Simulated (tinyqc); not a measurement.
# Piezoresistors in the (001) plane of a cubic crystal: effect of the direction of the resistor

Plane stress in crystal axes x = [100], y = [010]. First-order piezoresistance: d rho_xx/rho = p11 sxx + p12 syy, d rho_yy/rho = p12 sxx + p11 syy, d rho_xy/rho = p44 sxy; a resistor along d = (cos th, sin th) changes by dR/R = d.(d rho/rho).d. Changes of geometry and second-order terms are left out.

For uniaxial stress along or across the current: pL = p11 - (A/2) sin^2(2 th), pT = p12 + (A/2) sin^2(2 th), A = p11 - p12 - p44. dR/R is for the given stress.

Values chosen for this exercise; coefficients close to those of lightly doped p-type silicon: piezoresistive coefficient p11 = 6.25 x 1e-11/Pa; piezoresistive coefficient p12 = -1.14 x 1e-11/Pa; piezoresistive coefficient p44 = 140 x 1e-11/Pa; stress sxx Sx = -2 MPa; stress syy Sy = -150 MPa; shear stress sxy St = 58 MPa.

Effect of the direction of the resistor:

| th (deg) | pL (1e-11/Pa) | pT (1e-11/Pa) | pL - pT (1e-11/Pa) | dR/R (%) |
|---|---|---|---|---|
| 0 | 6.250 | -1.140 | 7.390 | 0.1585 |
| 10 | 14.01 | -8.896 | 22.90 | 2.903 |
| 20 | 33.65 | -28.54 | 62.18 | 5.250 |
| 30 | 55.98 | -50.87 | 106.8 | 6.917 |
| 45 | 72.56 | -67.44 | 140.0 | 7.732 |
| 60 | 55.98 | -50.87 | 106.8 | 6.370 |
| 75 | 22.83 | -17.72 | 40.54 | 3.198 |
| 90 | 6.250 | -1.140 | 7.390 | -0.9352 |

The sum pL + pT = p11 + p12 = 5.11 holds in every row. |pL - pT|, which sets the output of a bridge under uniaxial stress, is largest at 45 degrees (140) and is 7.39 at 0 degrees. The change dR/R goes from 0.158 through a maximum of 7.73 (at th = 45 deg among the rows listed) to -0.935 %.

Numbers from tinyqc (`OMP_NUM_THREADS=1 python tinyqc.py 2530110 2530111 out.jsonl`; about 0.01 s on one thread of a shared Intel Xeon 2.30GHz).
